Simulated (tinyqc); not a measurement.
Strain dependence: valley-orbit splitting of a donor ground state, with strain. Computed by tinyqc, a small Python program. Command: `OMP_NUM_THREADS=1 python tinyqc.py 3013543 3013544 out.jsonl valleyorbit walk`. One thread of a shared host (Intel(R) Xeon(R) Processor @ 2.30GHz), about 0.01 s of CPU time with the checks.

The basis is the 1s envelope in each valley; energies are counted from the unstrained conduction-band edge. The strain is e_s (a a^T - 1/3) for the unit stress axis a, so valley j along n_j moves by Xi_u e_s w_j with w_j = (n_j.a)^2 - 1/3: +2/3 for [111], -2/9 for the others.

Inputs (values chosen for the exercise, modelled on donors in germanium):
```
quantity,value,unit
single-valley binding energy E_0,10,meV
central-cell shift Lambda,0.95,meV
coupling Delta_1,0.91,meV
shear deformation potential Xi_u,16.6,eV
shear strain e_s,-9.4e-05,-
```

Valleys: four along <111>. Stress axis: [111].

Method:
- By symmetry: E(A1) = E_0 + Lambda + 3 Delta_1 (one state), E(T2) = E_0 + Lambda - Delta_1 (three), as binding energies.
- H_jj = -(E_0 + Lambda) + Xi_u e_s w_j; H_jk = -Delta_1 between any two valleys.
- The contact hyperfine ratio is A/A_0 = (sum_j c_j)^2/(number of valleys), c_j the valley amplitudes of the ground state; binding from the lowest valley edge.

E(A1) = 13.68 meV

Against strain:
```
e_s,Xi_u e_s (w_max - w_min) (meV),binding (meV),gap to next level (meV),A/A_0
-7.50e-04,-11.067,11.211,9.7692,0.40310
-2.80e-04,-4.132,11.749,3.9090,0.70136
-9.40e-05,-1.387,12.757,3.1819,0.96300
-2.80e-05,-0.413,13.379,3.4520,0.99731
2.80e-05,0.413,13.585,3.5450,0.99785
9.40e-05,1.387,13.415,3.3749,0.98183
2.80e-04,4.132,13.162,3.1216,0.92360
7.50e-04,11.067,12.960,2.9200,0.84573
```

What does the comparison show, and why?

A/A_0 falls for either sign of strain, to 0.403 and 0.846 at the ends; its limits are the shares of the valleys that end up lowest, 1/4 under compression and 3/4 under tension. Near zero strain A/A_0 changes in second order, the binding in first. The binding energy drops from 13.68 meV to 11.21 and 12.96 meV, since fewer valleys share the valley-orbit gain.

Extremes, crossings and ranges named in words are read from the listed rows.
